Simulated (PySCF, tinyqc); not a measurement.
Ways to converge the cycle: SCF convergence aids in the sto-3g basis, for H4, spin multiplicity 1. Computed by the program tinyqc with PySCF. 

Geometry (angstrom):
```
atom       x       y       z
H     0.0000  0.0000  0.0000
H     0.0000  0.0000  1.6010
H     0.0000  2.4300  0.0000
H     0.0000  2.4300  1.6010
```

lowest restricted solution found by these runs and by PySCF = -1.756515 hartree

RHF with one setting changed at a time; a run stops when the energy changes by less than 1e-09 hartree and the error matrix is below 1e-5. The start is random orbitals. Damping d keeps d of the old density; a shift (hartree) raises the virtual levels; DIIS n extrapolates F over n matrices.

Largest element of the error matrix X^T (FDS - SDF) X:
```
iteration    plain  damping 0.3  damping 0.6  shift 0.4   DIIS 3   DIIS 8
1          2.4e-01      2.4e-01      2.4e-01    2.4e-01  2.4e-01  2.4e-01
2          2.7e-01      9.8e-02      1.3e-01    2.5e-01  2.7e-01  2.7e-01
3          1.4e-01      6.1e-02      9.5e-02    1.0e-01  5.0e-02  5.0e-02
4          6.3e-02      3.5e-02      7.2e-02    6.7e-02  1.3e-02  1.3e-02
5          2.8e-02      1.9e-02      5.3e-02    4.4e-02  1.8e-03  2.8e-03
6          1.2e-02      1.0e-02      4.0e-02    2.9e-02  7.5e-04  2.1e-03
8          2.4e-03      3.0e-03      2.2e-02    1.3e-02  8.5e-06  6.3e-07
10         4.7e-04      8.7e-04      1.2e-02    5.7e-03        -        -
14         1.8e-05      7.3e-05      3.4e-03    1.1e-03        -        -
20               -      1.8e-06      5.4e-04    9.4e-05        -        -
30               -            -      2.6e-05          -        -        -
```

How each run ends:
```
run          iterations  E (hartree)         state
plain                15    -1.756515  lowest found
damping 0.3          20    -1.756515  lowest found
damping 0.6          41    -1.756515  lowest found
shift 0.4            26    -1.756515  lowest found
DIIS 3                9    -1.756515  lowest found
DIIS 8                9    -1.756515  lowest found
```

6 of 6 runs reach the lowest restricted solution found, in 9 to 41 iterations (fastest: DIIS 3, DIIS 8). Plain steps already contract here, so damping only slows them. DIIS 3 and DIIS 8 gain by cancelling the error over several earlier matrices, much as a quasi-Newton step does. The restricted reference is unstable here: a spin-polarised solution lies 0.1436 hartree lower (PySCF), so results built on it describe a poor reference.
